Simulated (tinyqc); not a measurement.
Resistance of a tapered via with liner, size effect and interface: two steps of the calculation.

A round via whose diameter grows from db at the bottom as D(z) = db + 2 z/tan(ang). The fill, of diameter D - 2 tl, starts above the bottom liner (thickness fb tl) and has rho = rho0 (1 + ks lam/(D - 2 tl)); the sidewall liner conducts in parallel with it. The bottom liner and the interface are crossed over the full area pi db^2/4. Spreading in the lines above and below is left out.

Values chosen for this exercise; fill metal close to cobalt:
```
symbol    value      unit                                               meaning
db           10        nm                                diameter at the bottom
hv           13        nm                                                height
ang          88   degrees                                        sidewall angle
rho0       6.21   uohm cm                          bulk resistivity of the fill
lam        11.9        nm                            mean free path of the fill
ks          1.6                                              size-effect factor
tl          1.2        nm                                 liner on the sidewall
fb          0.5                   liner at the bottom over that on the sidewall
rl          170   uohm cm                              resistivity of the liner
ri      1.9e-12  ohm cm^2                   interface resistivity at the bottom
Sb         1e15     S/m^2  ballistic conductance per area, about 3/(4 rho0 lam)
```

Problem 1. Slices of the via. Slices between z0 = fb tl and hv, evaluated at their midpoints: conductance per length pi/4 [(D - 2 tl)^2/rho + (D^2 - (D - 2 tl)^2)/rl], slice resistance = slice height over that. 8 slices.

Find: z; D; rho; slice resistance.

Solution 1.

```
slice  z (nm)  D (nm)  rho (uohm cm)  slice resistance (ohm)
0      1.3750  10.096         21.574                  6.5858
1      2.9250  10.204         21.360                  6.3547
2      4.4750  10.313         21.153                  6.1346
3      6.0250  10.421         20.951                  5.9248
4      7.5750  10.529         20.755                  5.7249
5      9.1250  10.637         20.564                  5.5342
6      10.675  10.746         20.378                  5.3521
7      12.225  10.854         20.196                  5.1782
```

Problem 2. Total resistance. R_fill = sum of the slices; R_bottom = rl fb tl/(pi db^2/4); R_interface = ri/(pi db^2/4); ballistic (Sharvin) limit 1/(Sb pi (db - 2 tl)^2/4); ideal cylinder rho0 hv/(pi db^2/4).

slice resistance, slice 0 to 7 (ohm): 6.5858183  6.3546659  6.1345571  5.9248359  5.7248925  5.5341596  5.3521084  5.1782463

Give: parts; R; shares; ballistic limit; ideal cylinder.

Solution 2.

parts (ohm): fill 46.789, bottom liner 12.987, interface 2.4192
R = 62.195 ohm
shares (%): fill 75.229, bottom liner 20.881, interface 3.890
ballistic limit = 22.044 ohm
ideal cylinder = 10.279 ohm

The fill is the largest part, and R is 6.05 times the ideal cylinder. With 2000 slices R = 62.199 ohm.

Numbers from tinyqc (`OMP_NUM_THREADS=1 python tinyqc.py 2750091 2750092 out.jsonl`; about 0.01 s on one thread of a shared Intel Xeon 2.30GHz).
